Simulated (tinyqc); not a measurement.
Length of a molecular wire: coherent transport through a tight-binding bridge. Computed by the program tinyqc. T = Gamma_L Gamma_R |G_1n|^2 with the self-energies of semi-infinite chains.

A uniform bridge between two chains:
```
parameter                        value
site energy (eV)              2.140000
hopping in the bridge (eV)    0.830000
lead hopping (eV)             1.620000
couplings (eV)              0.61, 0.56
E (eV)                        0.270000
```

Transmission against length:
```
sites           T      ln T
2      1.4077e-02   -4.2632
3      4.8523e-03   -5.3283
4      1.7482e-03   -6.3492
5      6.3995e-04   -7.3541
6      2.3563e-04   -8.3532
7      8.6950e-05   -9.3502
8      3.2110e-05  -10.3463
9      1.1862e-05  -11.3422
10     4.3822e-06  -12.3380
```

What does the comparison show, and why?

E lies outside the band of the bridge (|E - e|/2h = 1.127 > 1), so T decays as exp(-beta n) with beta = 2 arccosh(1.127) = 0.9957 a site; the last two rows give 0.9958.
